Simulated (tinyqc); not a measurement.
Electron density from the filling shift.

Inverse problem. At zero temperature the Burstein-Moss shift of one parabolic valley is (C/me + C/mh) kF^2 with kF = (3 pi^2 n)^(1/3), C = hbar^2/(2 m0). Find kF and n.

Values chosen for this exercise:
```
symbol,value,unit,meaning
me,0.0795,m0,electron mass
mh,0.608,m0,hole mass
```

Constants: q = 1.602176634e-19 C, hbar = 1.054571817e-34 J s, m0 = 9.1093837015e-31 kg, hbar^2/(2 m0) = 0.0380998212 eV nm^2. Results are converted to the units shown.

filling shift = 455.18488 meV

Solution. The shift gives kF^2, and n = kF^3/(3 pi^2).

kF = 0.9165 1/nm
n = 2.600e19 cm^-3

Program tinyqc, `OMP_NUM_THREADS=1 python tinyqc.py 2330043 2330044 out.jsonl`; Intel Xeon 2.30GHz, shared host, one thread, about 0.01 s.
